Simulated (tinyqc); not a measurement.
Comparisons within one model: Shockley-Read-Hall recombination through one deep level. A value that a table varies takes the place of the one given here.

One level at Et with degeneracy 1: tn = 1/(sn vth Nt), tp = 1/(sp_ vth Nt), n1 = Nc exp((Et - Eg)/kT), p1 = Nv exp(-Et/kT), ni^2 = n1 p1. Equilibrium n0 = Nm, p0 = ni^2/Nm; n = n0 + dn, p = p0 + dn. U = (n p - ni^2)/(tp (n + n1) + tn (p + p1)), lifetime dn/U; emission rates en = sn vth n1, ep = sp_ vth p1.

Constants: kB = 8.617333262e-05 eV/K.

Parameters, chosen for this exercise (gap and densities of states near those of GaAs at this temperature; the results hold for these values, not for the real material): E1 = 0.56 eV (level (+1/0) above Ev); E2 = 1.216 eV (level (0/-1) above Ev); gm = 1 (degeneracy of the middle state, the others 1); T = 300 K; Eg = 1.452 eV (gap); Nc = 4.34e+17 1/cm^3 (conduction-band density of states); Nv = 8.94e+18 1/cm^3 (valence-band density of states); Nd = 1.6e+16 1/cm^3 (ionised shallow donors minus acceptors); Et = 0.56 eV (recombination level above Ev); Nt = 4.3e+15 1/cm^3 (defects); sn = 2.1e-16 cm^2 (electron capture cross-section); sp_ = 7.7e-15 cm^2 (hole capture cross-section); vth = 16000000 cm/s (thermal velocity, both carriers); Nm = 4.3e+16 1/cm^3 (equilibrium electrons for the lifetime steps); dn = 5e+14 1/cm^3 (excess pairs).

## Charge state against the Fermi level (deep level with several charge states)

Energies from Ev. The defect has charge states +1, 0, -1 with weights 1, gm exp((EF - E1)/kT), exp((2 EF - E1 - E2)/kT); the shares are the weights over their sum. Boltzmann carriers: n = Nc exp((EF - Eg)/kT), p = Nv exp(-EF/kT). Neutrality: p - n + Nd + Nt <q> = 0.

Shares:
```
EF (eV)     +1      0     -1     <q>
0.087    1.000  0.000  0.000   1.000
0.203    1.000  0.000  0.000   1.000
0.319    1.000  0.000  0.000   1.000
0.436    0.992  0.008  0.000   0.992
0.552    0.577  0.423  0.000   0.577
0.668    0.015  0.985  0.000   0.015
0.784    0.000  1.000  0.000   0.000
0.900    0.000  1.000  0.000   0.000
1.016    0.000  1.000  0.000   0.000
1.133    0.000  0.961  0.039  -0.039
1.249    0.000  0.218  0.782  -0.782
1.365    0.000  0.003  0.997  -0.997
```

How do the results move?

Where the levels are several kT apart the middle state rules between about E1 - kT ln gm = 0.560 and E2 + kT ln gm = 1.216 eV; its largest share listed is 1.000. Each step spreads from 10 % to 90 % over 4.4 kT = 0.114 eV.

## Defects against doping (deep level with several charge states)

Nt takes the listed multiples of |Nd|; the resistivity uses mobilities of 1000 (electrons) and 300 (holes) cm^2/(V s), chosen for the exercise, and e = 1.602176634e-19 C.

Neutral state:
```
Nt/|Nd|  EF (eV)  n (1/cm^3)  p (1/cm^3)  rho (ohm cm)
0.01      1.3664    1.58e+16    9.92e-05         0.394
0.10      1.3640    1.44e+16    0.000109         0.433
0.30      1.3575    1.12e+16    0.000140         0.556
0.60      1.3433    6.47e+15    0.000243         0.965
0.90      1.3121    1.94e+15    0.000810          3.22
1.10      1.2695    3.73e+14     0.00421          16.7
1.50      1.2335    9.26e+13      0.0170          67.4
3.00      1.1980    2.35e+13      0.0669           266
10.00     1.1592    5.23e+12       0.300      1.19e+03
```

What can be read from the table?

EF goes from 1.366 to 1.159 eV and the resistivity from 0.394 to 1.19e+03 ohm cm, with a largest value of 1.19e+03. The largest move of EF, -0.043 eV, comes between Nt/|Nd| = 0.9 and 1.1; the levels lie at 0.56 and 1.216 eV. A defect can take up to one carrier of either sign, so the doping can be cancelled no earlier than Nt = |Nd|, there only if EF lies well beyond the level that takes the carriers and otherwise at larger Nt (mean charge -0.10 in the last row).

## Lifetime against injection

Recombination:
```
dn (1/cm^3)  lifetime (microsecond)  U (1/(cm^3 s))
1.0e+11                    0.001888        5.30e+19
1.0e+12                    0.001889        5.29e+20
1.0e+13                    0.001904        5.25e+21
1.0e+14                    0.002048        4.88e+22
1.0e+15                    0.003461        2.89e+23
1.0e+16                     0.01495        6.69e+23
1.0e+17                     0.05029        1.99e+24
1.0e+18                     0.06825        1.47e+25
```

How do the results move?

The lifetime rises from 0.001888 to 0.06825 microsecond; tn + tp = 0.0711. At low injection it is tp (1 + n1/n0) + tn p1/n0 with n1/Nm = 1e-14 and p1/Nm = 8.1e-08: re-emission is negligible, so minority capture alone counts. Auger and radiative paths are left out; they cut in at the highest injections, and in a doped direct-gap crystal the radiative one counts at all injections. dn = dp neglects trapped charge, which matters where the traps hold a charge comparable with dn, at low injection and with very unequal cross sections.

## Where a level does most harm

Et takes the values listed; G = Nt en ep/(en + ep) in a depleted region; the lifetime is for dn = 1e11 1/cm^3.

Results:
```
Et (eV)  lifetime (microsecond)  G (1/(cm^3 s))
0.087                     0.499            73.5
0.203                   0.00748        6.53e+03
0.319                   0.00195        5.80e+05
0.436                   0.00189        5.36e+07
0.552                   0.00189        4.76e+09
0.668                   0.00189        4.23e+11
0.784                   0.00189        3.37e+13
0.900                   0.00189        3.59e+12
1.016                   0.00189        4.05e+10
1.133                   0.00189        4.38e+08
1.249                   0.00190        4.93e+06
1.365                   0.00255        5.55e+04
```

What can be read from the table?

Generation peaks where en = ep, at Eg/2 + (kT/2) ln(sp_ Nv/(sn Nc)) = 0.812 eV; the largest value listed is at 0.784 eV, and G falls by a decade for each 0.060 eV away from the peak. The lifetime is within a factor 2 of its minimum, 0.00189 microsecond, from 0.319 to 1.365 eV: recombination tolerates a wide range of Et, generation a narrow one.

## What moves lifetime and leakage

G = Nt en ep/(en + ep). Each row changes one parameter from the base and keeps the others.

Results:
```
case                  lifetime (microsecond)  G (1/(cm^3 s))
base                                0.002683        6.49e+09
Et = 0.6 eV                         0.002683        3.05e+10
sn = 4.2e-16 cm^2                   0.002285        1.30e+10
sp_ = 1.54e-14 cm^2                 0.001739        6.49e+09
Nt = 2.15e+15 1/cm^3                0.005366        3.25e+09
Nm = 1.29e+17 1/cm^3                0.002155        6.49e+09
dn = 1.5e+15 1/cm^3                 0.004221        6.49e+09
```

How do the results move?

The largest shifts from the base row, up to three for each result and ties (the steps differ in size, so this ranks the rows, not the parameters). lifetime (microsecond): Nt +0.00268, dn +0.00154, sp_ -0.000944; unchanged at the printed digits by Et. G (1/(cm^3 s)): Et +2.40e+10, sn +6.49e+09, Nt -3.25e+09; unchanged at the printed digits by sp_, Nm and dn.

tinyqc: `OMP_NUM_THREADS=1 python tinyqc.py 1652633 1652634 out.jsonl`; about 0.01 s, one thread, shared Intel(R) Xeon(R) Processor @ 2.30GHz.
